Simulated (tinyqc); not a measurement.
Debye-Callaway model of lattice thermal conductivity: one step, computed by the program tinyqc. Command: `OMP_NUM_THREADS=1 python tinyqc.py 3030379 3030380 out.jsonl callaway walk`. One thread of a shared host (Intel(R) Xeon(R) Processor @ 2.30GHz), about 0.01 s of CPU time with the checks.

Three acoustic branches with one velocity v, cut at omega_D = k_B Theta/hbar; x = hbar omega/(k_B T). v and Theta are separate inputs: Theta cuts off the heat-carrying modes, so C need not reach 3 k_B/V. gamma is an effective value that sets the umklapp rate.

Question. The integrand on a coarse grid. Rates: point defects A omega^4; umklapp B omega^2 T exp(-Theta/(b T)) with B = hbar gamma^2/(M v^2 Theta); normal processes f_N B omega^2 T (T/Theta)^2. Boundaries: v/L. x runs in ten equal steps to min(Theta/T, 12); g = x^4 e^x/(e^x - 1)^2; tau_C is the inverse of all rates summed; the last column is c tau_C g with c = (k_B/(2 pi^2 v)) (k_B T/hbar)^3.

Inputs (values chosen for the exercise, modelled on boron arsenide):
```
quantity                              value        unit
sound velocity v                       5600         m/s
Debye temperature Theta                 668           K
mean atomic mass M                     42.9           u
effective Grueneisen parameter gamma   1.05           -
umklapp exponent divisor b                2           -
Casimir length L                        200  micrometre
normal-process factor f_N              0.53           -
temperature T                           300           K
```

Sample: crystal. Point defects: isotopes. Normal processes: included.

Rayleigh coefficient A = 2.280167e-46 s^3

Constants: k_B = 1.380649e-23 J/K; hbar = 1.054571817e-34 J s; u = 1.6605390666e-27 kg.

Give: Integrand.

Answer.

Integrand:
```
x            g   tau_C (s)  c tau_C g (W/(m K))
0.2227  0.0494  1.2382e-09               462.67
0.4453  0.1951  3.1621e-10               466.80
0.6680  0.4300  1.4005e-10               455.71
0.8907  0.7429  7.7992e-11               438.44
1.1133  1.1190  4.9216e-11               416.78
1.3360  1.5415  3.3586e-11               391.79
1.5587  1.9920  2.4174e-11               364.42
1.7813  2.4521  1.8083e-11               335.55
2.0040  2.9042  1.3924e-11               306.01
2.2267  3.3324  1.0966e-11               276.53
```

Among these rows the integrand is largest at x = 0.45.
